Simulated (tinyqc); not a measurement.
Finnis-Sinclair potential for a bcc metal: fit to cohesion and elasticity, then vacancy, surfaces and structure: one step, computed by the program tinyqc. Command: `OMP_NUM_THREADS=1 python tinyqc.py 3110674 3110675 out.jsonl fsfit walk`. One thread of a shared host (Intel(R) Xeon(R) Processor @ 2.30GHz), about 0.01 s of CPU time with the checks.

E = (1/2) sum V(r) - A sqrt(rho), rho = sum phi(r), phi = (r - d)^2 for r < d, V = (r - c)^2 (c0 + c1 r + c2 r^2) for r < c. In bcc the 8 first neighbours lie at sqrt(3) a/2 and the 6 second at a; both cut-offs lie below the third shell; Omega = a^3/2; E is per atom and z the number of atoms in a shell. The four constants A, c0, c1, c2 are fitted to E_c, zero pressure, B and C12 - C44 alone, so C44 and C11 - C12 are not matched singly; defects are unrelaxed.

Problem. Unrelaxed vacancy. E_v = -A sum_shells z [sqrt(rho - phi(r)) - sqrt(rho)] - (1/2) sum z V(r): the neighbours lose one bond each, and the atom is put back in the bulk.

Inputs (values chosen for the exercise, modelled on tantalum):
```
quantity             value      unit
lattice constant a   3.306  angstrom
cohesive energy E_c   8.05        eV
density cut-off d/a  1.235         -
pair cut-off c/a     1.252         -
```

c0, c1, c2 (eV/angstrom^2, eV/angstrom^3, eV/angstrom^4): 0.3557819  0.6899266  -0.2512150

A = 2.434747 eV/angstrom

rho = 15.52542 angstrom^2

Give: V at the two shells; phi at the two shells; vacancy energy E_v; E_v/E_c.

Solution.

V at the two shells (eV): 0.4426  -0.0757

phi at the two shells (angstrom^2): 1.488  0.604

vacancy energy E_v = 3.357 eV

E_v/E_c = 0.4170

A pair potential would give E_v = E_c; the square root lowers the ratio to 0.42.
